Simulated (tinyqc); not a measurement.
Orbital energy against energy difference: ionisation energy by orbital energies and by energy differences in the 6-31g* basis, for H4, spin multiplicity 1. Computed by the program tinyqc with PySCF. The cation is unrestricted; errors are against CCSD(T) in this basis, not against experiment.

Geometry (angstrom):
```
atom,x,y,z
H,0.0000,0.0000,0.0000
H,0.0000,0.0000,0.7370
H,0.0000,0.0000,1.5490
H,0.0000,0.0000,2.2850
```

CCSD(T) difference in the same basis = 12.3699 eV

IP-EOM-CCSD = 12.3821 eV

First vertical ionisation energy (eV):
```
method,-e(HOMO),E(cation) - E,error of -e(HOMO),error of the difference
HF,12.6319,11.851177,0.2620,-0.5187
LDA,7.6159,12.419610,-4.7540,0.0498
PBE,7.7055,12.468532,-4.6643,0.0987
B3LYP,8.9463,12.682633,-3.4236,0.3128
PBE0,9.1134,12.547789,-3.2564,0.1779
CAM-B3LYP,10.5421,12.625317,-1.8277,0.2555
LC-wPBE,11.9182,12.621747,-0.4517,0.2519
```

What does the comparison show, and why?

Koopmans errs by +0.26 eV and Delta-HF by -0.52 eV: relaxation, 0.78 eV, lowers the value and the missing correlation difference works against it. The PBE level is off by -4.7 eV through the wrong tail of its potential, though its energy difference is off by +0.10 eV; exact exchange deepens the level, and among the orbital energies HF comes closest; among the differences LDA does.
